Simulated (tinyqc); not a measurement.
Defect equilibria of an oxide against oxygen pressure (mass action): one step, computed by the program tinyqc.

Defects: oxygen vacancies V (charge +2), electrons n, holes p, the ionic partner X = V_M'' (charge -2), and the dopant. Activities are taken equal to concentrations.

Task: Solution at the given pressure. Neutrality: 2 [V] + p = n + 2 [X] + N_d. With n as the unknown, [V] = K_r/(n^2 P^(1/2)), p = K_i/n, [X] = K_s/[V]; the log ratio is ln(positive/negative). The root is found by 60 bisections in ln n between n = 1e-10 and 1e25 cm^-3.

Inputs (values chosen for the exercise, for a model oxide): dopant density N_d = 2.1e+19 cm^-3; temperature T = 1100 K; oxygen pressure P = 6e-18 atm.

Ionic disorder: Schottky, oxide MO. Dopant (singly charged, fully ionised): acceptor.

K_r = 3.872793e+45 cm^-9 atm^(1/2)

K_i = 1.449735e+24 cm^-6

K_s = 4.114022e+34 cm^-6

Give: n; [V]; p; [X].

Result:

n = 3.8447e+17 cm^-3

[V] = 1.0696e+19 cm^-3

p = 3.7707e+06 cm^-3

[X] = 3.8463e+15 cm^-3

The largest terms give the Brouwer balance 2 [V] = N_d; the smaller of the two terms is 98 % of the total charge of one sign.
